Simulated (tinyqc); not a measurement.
Deep level with several charge states, and Shockley-Read-Hall recombination: one step. Charge states at a trial Fermi level. Three cases, with inputs chosen for the exercise.

Task: Form the exponents, the shares, the mean charge and the residual of neutrality at EF = E_try.

Energies from Ev. The defect has charge states 0, -1, -2 with weights 1, gm exp((EF - E1)/kT), exp((2 EF - E1 - E2)/kT); the shares are the weights over their sum. Boltzmann carriers: n = Nc exp((EF - Eg)/kT), p = Nv exp(-EF/kT). Neutrality: p - n + Nd + Nt <q> = 0.

Constants: kB = 8.617333262e-05 eV/K.

Case 1.

Values chosen (gap and densities of states near those of GaAs at this temperature; shifted at random, so the results belong to these values and not to a real crystal): Eg = 1.402 eV (gap); Nc = 5.44e+17 1/cm^3 (conduction-band density of states); Nv = 1.2e+19 1/cm^3 (valence-band density of states); T = 350 K; E1 = 0.455 eV (level (0/-1) above Ev); E2 = 1.067 eV (level (-1/-2) above Ev); gm = 1 (degeneracy of the middle state, the others 1); Nt = 2.2e+14 1/cm^3 (defects); Nd = -2.4e+13 1/cm^3 (ionised shallow donors minus acceptors); E_try = 1.144 eV (trial Fermi level).

Case 2.

Values chosen (gap and densities of states near those of Si at this temperature; shifted at random, so the results belong to these values and not to a real crystal): Eg = 1.128 eV (gap); Nc = 2.75e+19 1/cm^3 (conduction-band density of states); Nv = 1.13e+19 1/cm^3 (valence-band density of states); T = 300 K; E1 = 0.478 eV (level (0/-1) above Ev); E2 = 0.748 eV (level (-1/-2) above Ev); gm = 1 (degeneracy of the middle state, the others 1); Nt = 2.2e+14 1/cm^3 (defects); Nd = 2.4e+15 1/cm^3 (ionised shallow donors minus acceptors); E_try = 0.836 eV (trial Fermi level).

Case 3.

Values chosen (gap and densities of states near those of Ge at this temperature; shifted at random, so the results belong to these values and not to a real crystal): Eg = 0.662 eV (gap); Nc = 1.03e+19 1/cm^3 (conduction-band density of states); Nv = 5.03e+18 1/cm^3 (valence-band density of states); T = 300 K; E1 = 0.195 eV (level (0/-1) above Ev); E2 = 0.464 eV (level (-1/-2) above Ev); gm = 2 (degeneracy of the middle state, the others 1); Nt = 3.1e+14 1/cm^3 (defects); Nd = 3.7e+13 1/cm^3 (ionised shallow donors minus acceptors); E_try = 0.127 eV (trial Fermi level).

Give: exponents of the second and third weights; shares; <q>; n, p; residual.

Result:

Case 1.

exponents of the second and third weights: [22.844, 25.397]

shares: 0 0.0000, -1 0.0722, -2 0.9278

<q> = -1.9278

n, p (1/cm^3): [1.05e+14, 404]

residual = -5.53e+14 1/cm^3

The residual is negative, so EF must fall.

Case 2.

exponents of the second and third weights: [13.848, 17.252]

shares: 0 0.0000, -1 0.0322, -2 0.9678

<q> = -1.9678

n, p (1/cm^3): [3.42e+14, 1.02e+05]

residual = 1.63e+15 1/cm^3

The residual is positive, so EF must rise.

Case 3.

exponents of the second and third weights: [-2.630, -15.666]

shares: 0 0.8740, -1 0.1260, -2 0.0000

<q> = -0.1260

n, p (1/cm^3): [1.06e+10, 3.70e+16]

residual = 3.70e+16 1/cm^3

The residual is positive, so EF must rise.

Computed by tinyqc, one run a case: `OMP_NUM_THREADS=1 python tinyqc.py N N+1 out.jsonl` with N = 1681561, 1681947, 1682752; one thread of a shared Intel(R) Xeon(R) Processor @ 2.30GHz, about 0.01 s a run at most.
